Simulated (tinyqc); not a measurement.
Band offset from the macroscopic average of a supercell potential: one step. Running means.

Running mean over n points, periodic: for odd n the plain mean of the n points centred on j; for even n the n + 1 points with half weight at both ends. The macroscopic average applies the mean over n1 points and then over n2 points.

Inputs chosen for the exercise (out of a larger set: gaps near those of Si and Ge; not measured data): n1 = 6 (grid points per period of A); n2 = 5 (grid points per period of B).

V(z_j) (eV): -9.48007  -10.82529  -12.35040  -14.32329  -12.21703  -10.01551  -9.93726  -9.99737  -12.19778  -14.32834  -12.17890  -9.95945  -9.88000  -9.94055  -12.14110  -14.27164  -12.12221  -9.90287  -9.82316  -9.88094  -12.07587  -14.21315  -12.16140  -9.64425  -7.30660  -8.95082  -13.95049  -14.05726  -8.78477  -4.89487  -8.79452  -14.09163  -14.10081  -8.82161  -4.93732  -8.83974  -14.13711  -14.14619  -8.86696  -4.98268  -8.88511  -14.18245  -14.19142  -8.91246  -5.03224  -8.94451  -14.20536  -14.03405  -9.14660

Question. Apply the first mean, then the second.

Give: after the mean over n1 points; macroscopic average.

Answer.

after the mean over n1 points (eV): -11.683  -11.542  -11.463  -11.573  -11.542  -11.461  -11.448  -11.446  -11.438  -11.428  -11.419  -11.409  -11.400  -11.391  -11.381  -11.372  -11.362  -11.352  -11.341  -11.340  -11.321  -11.090  -10.803  -10.882  -11.025  -10.730  -10.053  -9.781  -10.334  -10.775  -10.351  -9.594  -9.602  -10.376  -10.826  -10.394  -9.638  -9.647  -10.422  -10.871  -10.440  -9.684  -9.695  -10.468  -10.899  -10.466  -10.093  -10.623  -11.390

macroscopic average (eV): -11.340  -11.530  -11.561  -11.516  -11.498  -11.494  -11.467  -11.444  -11.436  -11.428  -11.419  -11.409  -11.400  -11.391  -11.381  -11.371  -11.362  -11.353  -11.343  -11.289  -11.179  -11.087  -11.024  -10.906  -10.699  -10.494  -10.385  -10.335  -10.259  -10.167  -10.131  -10.140  -10.150  -10.159  -10.167  -10.176  -10.185  -10.195  -10.204  -10.213  -10.222  -10.231  -10.237  -10.242  -10.324  -10.510  -10.694  -10.851  -11.066

Around the middle of B the first mean varies by 1188 meV over five points and the second by 36 meV; the tilt of the potential alone amounts to 36 meV over these points: one window removes only the period it matches.

Program tinyqc; command `OMP_NUM_THREADS=1 python tinyqc.py 1850746 1850747 out.jsonl`; about 0.01 s on one thread of a shared Intel(R) Xeon(R) Processor @ 2.30GHz.
